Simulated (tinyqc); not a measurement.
# Changing the interlayer mass m_b

Model: phonon transmission through an interface between two chains by Green functions. Computed by tinyqc, a small Python program. Command: `OMP_NUM_THREADS=1 python tinyqc.py 3020139 3020140 out.jsonl agf sweep`. One thread of a shared host (Intel(R) Xeon(R) Processor @ 2.30GHz), about 0.04 s of CPU time with the checks.

Two semi-infinite chains (masses m_1, m_2; springs k_1, k_2), motion along the chain. The central region holds the end atom of each chain and two interlayer atoms of mass m_b, joined by springs k_b. lambda = omega^2 in eV/(angstrom^2 u); nu = 15.6333042 THz x sqrt(lambda).

Inputs (values chosen for the exercise, for two model chains):
```
quantity                          value           unit
mass m_1                           41.7              u
spring k_1                         13.8  eV/angstrom^2
mass m_2                           65.5              u
spring k_2                           16  eV/angstrom^2
junction spring k_b                4.98  eV/angstrom^2
probe frequency / lower band top   0.43              -
temperature T                       100              K
```

Atoms in the interlayer: two.

Constants: nu for 1 eV/(angstrom^2 u) = 15.6333042 THz; h x 1 THz = 4.135667696 meV; k_B = 8.617333262e-05 eV/K; k_B = 1.380649e-23 J/K; h = 6.62607015e-34 J s.

Method:
- nu_max = 15.6333042 THz x 2 sqrt(k/m); impedance Z = sqrt(k m); long-wave transmission 4 Z_1 Z_2/(Z_1 + Z_2)^2; the probe frequency is the given share of the lower band top.
- In chain i, sin(q_i a/2) = nu/nu_max,i. An outgoing wave makes the next atom move as exp(i q_i a) times the end atom, so the lead adds the self-energy Sigma_i = -k_i exp(i q_i a) to the force-constant matrix; Gamma_i = -2 Im Sigma_i = 2 k_i sin(q_i a).
- A = lambda M - K - Sigma over the central atoms, with K_ii the sum of the springs at i, K_(i,i+1) = -k_b; G = inverse of A; transmission = Gamma_1 Gamma_2 |G_(first,last)|^2.
- Landauer conductance G = k_B int tau(nu) x^2 e^x/(e^x - 1)^2 d nu, x = h nu/(k_B T), from 0 to the lower band top (240 Gauss-Legendre points in s from 0 to 1, nu = nu_top sin(pi s/2)); tau is the transmission, and its thermal mean is G over the value for tau = 1 in the same window; the quantum is g_0 = pi^2 k_B^2 T/(3 h).

One run for each value:
```
interlayer mass m_b (u)  conductance G (pW/K)  thermal mean of the transmission  transmission
10                                     42.994                           0.46032    1.9573e-01
15                                     49.604                           0.53109    3.3169e-01
21                                     56.169                           0.60138    6.1552e-01
31                                     62.958                           0.67407    9.7061e-01
44                                     67.067                           0.71807    6.5868e-01
89                                     65.864                           0.70519    5.8457e-01
130                                    59.869                           0.64100    1.8111e-02
180                                    52.704                           0.56429    2.0786e-03
260                                    43.603                           0.46684    2.7529e-04
```

Give the missing row, interlayer mass m_b (u) = 63.

Computed row:
```
interlayer mass m_b (u)  conductance G (pW/K)  thermal mean of the transmission  transmission
63                                     68.185                           0.73003    6.2452e-01
```

Interpolating between the two neighbouring rows (the first column on a logarithmic scale, the others too where they are positive) misses most in conductance G (pW/K), by 2.5 %. Over the rows, conductance G (pW/K) goes from 43.0 through a maximum among these rows, 68.2 at 63.0, to 43.6; thermal mean of the transmission goes from 0.460 through a maximum among these rows, 0.730 at 63.0, to 0.467; transmission goes from 0.196 through a maximum among these rows, 0.971 at 31.0, to 2.75e-4. G is largest among these rows at m_b = 63 u; the geometric mean of the two masses is 52.3 u.

Extremes, crossings and ranges named in words are read from the listed rows.
